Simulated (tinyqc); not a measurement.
Inside a calculation. Model: nudged elastic band on a two-dimensional model surface. Computed by tinyqc, a small Python program that keeps every step. Command: `OMP_NUM_THREADS=1 python tinyqc.py 3013313 3013314 out.jsonl neb walk`. One thread of a shared host (Intel(R) Xeon(R) Processor @ 2.30GHz), about 0.2 s of CPU time with the checks. Intermediate numbers are printed to about 7 digits and carried at full precision; extremes and crossings named in words are read from the listed rows.

V(x, y) = h u^2 + t x + (kappa/2)(y + c u)^2 with u = x^2/w^2 - 1; the path runs from the minimum near (-w, 0) to that near (w, 0).

Inputs (values chosen for the exercise, for a model surface):

| quantity | value | unit |
|---|---|---|
| height h | 0.74 | eV |
| half width w | 1.4 | angstrom |
| transverse stiffness kappa | 4.7 | eV/angstrom^2 |
| curvature c | 0.26 | angstrom |
| tilt t | -0.15 | eV/angstrom |
| movable images n | 7 | - |
| spring constant k_s | 1.7 | eV/angstrom^2 |
| step factor eta | 0.1 | angstrom^2/eV |
| iteration cap | 600 | - |

Surface: curved double well. Climbing image: off.

## Stationary points

Newton steps x(new) = x - H^-1 grad V (moves limited to 0.3 angstrom) from (-w, 0), (w, 0) and (0, c) give the two minima and the saddle.

positions (angstrom):
```
                x          y
start   -1.347412   0.019166
end      1.447244  -0.017844
saddle  -0.099832   0.258678
```

energies (eV): start 0.2061329, end -0.2136011, saddle 0.7474683

barrier from the start = 0.5413354 eV

## Straight-line start

Images are spaced evenly on the line between the minima.

images at the start (angstrom):
```
                 x          y
image 1  -0.998080   0.014540
image 2  -0.648748   0.009913
image 3  -0.299416   0.005287
image 4   0.049916   0.000661
image 5   0.399248  -0.003965
image 6   0.748580  -0.008591
image 7   1.097912  -0.013218
```

energies above the start (eV): 0.1527022  0.4361762  0.6511930  0.6821502  0.4970719  0.1476091  -0.2309609

The highest image lies +0.1408 eV from the true barrier.

## Iteration 1

Tangent at image i: towards the higher neighbour if the energies rise or fall through i; at a maximum or minimum, tau = t+ dmax + t- dmin if V(i+1) > V(i-1), else t+ dmin + t- dmax, with t+ = R(i+1) - R(i), t- = R(i) - R(i-1) and dmax, dmin the larger and smaller of |V(i+1) - V(i)| and |V(i-1) - V(i)|; then normalise. Force F = -grad V + (grad V.tau) tau + k_s (|t+| - |t-|) tau. Update R(new) = R + eta F; the end points stay fixed.

unit tangents:
```
                 x           y
image 1  0.9999123  -0.0132419
image 2  0.9999123  -0.0132419
image 3  0.9999123  -0.0132419
image 4  0.9999123  -0.0132419
image 5  0.9999123  -0.0132419
image 6  0.9999123  -0.0132419
image 7  0.9999123  -0.0132419
```

forces (eV/angstrom):
```
                x         y
image 1  0.006923  0.522797
image 2  0.011953  0.902563
image 3  0.015046  1.136128
image 4  0.016161  1.220323
image 5  0.015256  1.151977
image 6  0.012288  0.927921
image 7  0.007217  0.544985
```

images after iteration 1 (angstrom):
```
                 x         y
image 1  -0.997388  0.066819
image 2  -0.647553  0.100170
image 3  -0.297911  0.118900
image 4   0.051532  0.122693
image 5   0.400774  0.111233
image 6   0.749809  0.084201
image 7   1.098634  0.041281
```

## Iteration 2

The formulas are those given above.

unit tangents:
```
                 x           y
image 1  0.9954867   0.0949015
image 2  0.9985682   0.0534933
image 3  0.9999411   0.0108544
image 4  0.9999742   0.0071833
image 5  0.9994620  -0.0327986
image 6  0.9970144  -0.0772160
image 7  0.9925153  -0.1221201
```

forces (eV/angstrom):
```
                  x          y
image 1  -0.0362993  0.3479451
image 2  -0.0303431  0.5257927
image 3  -0.0077894  0.6113073
image 4  -0.0046703  0.6419532
image 5   0.0215717  0.6236052
image 6   0.0452285  0.5537204
image 7   0.0499265  0.3760762
```

images after iteration 2 (angstrom):
```
                 x         y
image 1  -1.001018  0.101614
image 2  -0.650587  0.152749
image 3  -0.298690  0.180031
image 4   0.051065  0.186889
image 5   0.402931  0.173593
image 6   0.754332  0.139573
image 7   1.103626  0.078889
```

## All iterations

Start on the straight line; stop when the largest force is below 1e-4 or above 1e6 eV/angstrom.

Course of the band:

| iteration | highest image (eV) | largest force (eV/angstrom) |
|---|---|---|
| 1 | 0.6821502 | 1.220430e+00 |
| 2 | 0.5682113 | 6.419702e-01 |
| 3 | 0.5366825 | 3.383781e-01 |
| 4 | 0.5278320 | 1.786849e-01 |
| 5 | 0.5252809 | 9.443865e-02 |
| 6 | 0.5245050 | 4.993650e-02 |
| 7 | 0.5242416 | 2.642081e-02 |
| 8 | 0.5241333 | 1.415109e-02 |
| 9 | 0.5240766 | 7.953205e-03 |
| ... | ... | ... |
| 76 | 0.5235031 | 1.206639e-04 |
| 77 | 0.5235003 | 1.175524e-04 |
| 78 | 0.5234976 | 1.145211e-04 |
| 79 | 0.5234950 | 1.115680e-04 |
| 80 | 0.5234924 | 1.086910e-04 |
| 81 | 0.5234899 | 1.058883e-04 |
| 82 | 0.5234874 | 1.031578e-04 |
| 83 | 0.5234850 | 1.004977e-04 |
| 84 | 0.5234827 | 9.790614e-05 |

Band at the end:

| image | x (angstrom) | y (angstrom) | E (eV) |
|---|---|---|---|
| 0 | -1.347412 | 0.0191659 | 0.0000000 |
| 1 | -1.012526 | 0.1466773 | 0.1152793 |
| 2 | -0.660693 | 0.2147690 | 0.3404396 |
| 3 | -0.303960 | 0.2493161 | 0.5113461 |
| 4 | 0.054375 | 0.2585518 | 0.5234827 |
| 5 | 0.412579 | 0.2437239 | 0.3491203 |
| 6 | 0.768927 | 0.2039061 | 0.0405853 |
| 7 | 1.119216 | 0.1271155 | -0.2750303 |
| 8 | 1.447244 | -0.0178438 | -0.4197340 |

energy of the highest image = 0.5234827 eV

iterations = 84

largest force at the end = 9.790614e-05 eV/angstrom

Converged in 84 iterations. Without a climbing image the highest image lies 17.85 meV below the saddle.

## Plain band against climbing image

With a climbing image, the highest image feels instead F = -grad V + 2 (grad V.tau) tau and no spring. Images are counted without the end points, and convergence is judged on the largest force on an image. Each run starts on the straight line with the same k_s and eta, for at most 1500 iterations; errors are against the Newton saddle; a dash marks a run that did not reach 1e-4 eV/angstrom.

Error of the highest image (meV) and iterations:

| images | plain, error | plain, iterations | climbing, error | climbing, iterations |
|---|---|---|---|---|
| 2 | -72.844 | 26 | 0 | 54 |
| 3 | -17.760 | 38 | 0 | 49 |
| 4 | -12.813 | 48 | 0 | 55 |
| 5 | -17.830 | 61 | 0 | 56 |
| 6 | -1.898 | 72 | 0 | 67 |
| 8 | -0.020 | 93 | 0 | 67 |
| 10 | -0.417 | 111 | 0 | 88 |

The plain band underestimates the barrier by 0.02 to 72.84 meV, depending on how near an image falls to the saddle (worst for 2 images, best for 8). The climbing image is within about 0.001 meV in every converged run, so few images suffice for the barrier.
